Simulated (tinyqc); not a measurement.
## Single-junction solar cell, detailed-balance limit: effect of the external radiative efficiency

Every photon above the gap Eg makes one pair and none below is absorbed; carriers thermalise at T and move without loss. Jsc = q fs X Phi(Eg, Ts); the dark current is J0 = q ge Phi(Eg, T)/ERE with the Boltzmann factor exp(V/Vt). The efficiency is the electrical power over fs X sigma Ts^4.

Photon flux above E from a black body at temperature T into a hemisphere: Phi(E, T) = A sum_k exp(-k E/th)[E^2 th/k + 2 E th^2/k^2 + 2 th^3/k^3], k = 1, 2, ..., with th = kB T/q in eV and A = 2 pi q^3/(h^3 c^2). J(V) = Jsc - J0 (exp(V/Vt) - 1); Voc = Vt ln(1 + Jsc/J0); at maximum power v = Vmp/Vt solves (1 + v) exp(v) = 1 + Jsc/J0. Pin = fs X sigma Ts^4, sigma = 2 pi^5 kB^4/(15 h^3 c^2). FF = Vmp Jmp/(Voc Jsc).

Values chosen for this exercise:
- T = 300 K (cell temperature)
- Ts = 5778 K (temperature of the black-body sun)
- fs = 2.16e-5 (share of the hemisphere filled by the sun)
- X = 1 (concentration)
- ge = 2 (number of faces that emit)
- Eg = 0.77 eV (band gap)

Constants: q = 1.602176634e-19 C, kB = 1.380649e-23 J/K, h = 6.62607015e-34 J s, c = 299792458 m/s, Vt = kB T/q. Results are converted to the units shown.

The same in every row: Jsc (mA/cm^2) = 72.14.

Result of one run:
```
Voc (V)  Eg/q - Voc (V)      FF  efficiency (%)
0.4213           0.3487  0.7783           17.33
```

Which external radiative efficiency ERE gave this result: 1e-5, 0.001, 0.01 or 1?

ERE = 0.01.

The whole series:
```
ERE     Voc (V)  Eg/q - Voc (V)      FF  efficiency (%)
1e-6     0.1833          0.5867  0.6234           6.037
1e-5     0.2428          0.5272  0.6814           8.741
0.0001   0.3023          0.4677  0.7228           11.55
0.001    0.3618          0.4082  0.7540           14.42
0.01     0.4213          0.3487  0.7783           17.33
0.1      0.4809          0.2891  0.7978           20.27
1        0.5404          0.2296  0.8139           23.24
```

As ERE goes from 1e-6 to 1, Jsc stays at 72.1 mA/cm^2, Voc rises from 0.183 to 0.540 V and the efficiency rises from 6.04 to 23.2 %. Each decade of ERE is worth 59.5 mV (Vt ln 10).

Computed by the program tinyqc: `OMP_NUM_THREADS=1 python tinyqc.py 2820042 2820043 out.jsonl`, one thread of a shared Intel Xeon 2.30GHz, about 0.01 s for the whole run.
